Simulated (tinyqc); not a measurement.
From results back to parameters: Gamma, L and X subbands of a thin body with non-parabolic valleys. Three cases, with inputs chosen for the exercise.

Problem. Hard walls; each subband edge rises by e with e (1 + a e) = c (pi/t)^2/m_z, c = hbar^2/2m0. The thickness at which the Gamma and L edges cross was computed from a hidden bulk separation EL.

Constants: hbar^2/2m0 = 3.80998211 eV angstrom^2.

Find: rise of Gamma; rise of L; EL.

Method. At the crossing the rise of Gamma equals EL plus the rise of L.

Case 1.

Values chosen (near those of a thin GaSb channel; not measured data): mG = 0.0383 m0 (Gamma mass); aG = 1.13 1/eV (Gamma non-parabolicity); mzL = 0.1472 m0 (confinement mass of the lowest L group); aS = 0.7 1/eV (non-parabolicity of L and X).

crossing thickness = 108.897 angstrom

Solution.

rise of Gamma = 0.076 eV
rise of L = 0.021 eV
EL = 0.055 eV

Case 2.

Values chosen (near those of a thin GaAs channel; not measured data): mG = 0.0661 m0 (Gamma mass); aG = 0.58 1/eV (Gamma non-parabolicity); mzL = 1.833 m0 (confinement mass of the lowest L group); aS = 0.53 1/eV (non-parabolicity of L and X).

crossing thickness = 37.963 angstrom

Solution.

rise of Gamma = 0.331 eV
rise of L = 0.014 eV
EL = 0.317 eV

Case 3.

Values chosen (near those of a thin GaSb channel; not measured data): mG = 0.0397 m0 (Gamma mass); aG = 1.13 1/eV (Gamma non-parabolicity); mzL = 0.1485 m0 (confinement mass of the lowest L group); aS = 0.55 1/eV (non-parabolicity of L and X).

crossing thickness = 112.010 angstrom

Solution.

rise of Gamma = 0.070 eV
rise of L = 0.020 eV
EL = 0.050 eV

Computed by tinyqc, one run a case: `OMP_NUM_THREADS=1 python tinyqc.py N N+1 out.jsonl` with N = 1281260, 1281302, 1281348; one thread of a shared Intel(R) Xeon(R) Processor @ 2.30GHz, about 0.05 s a run at most.
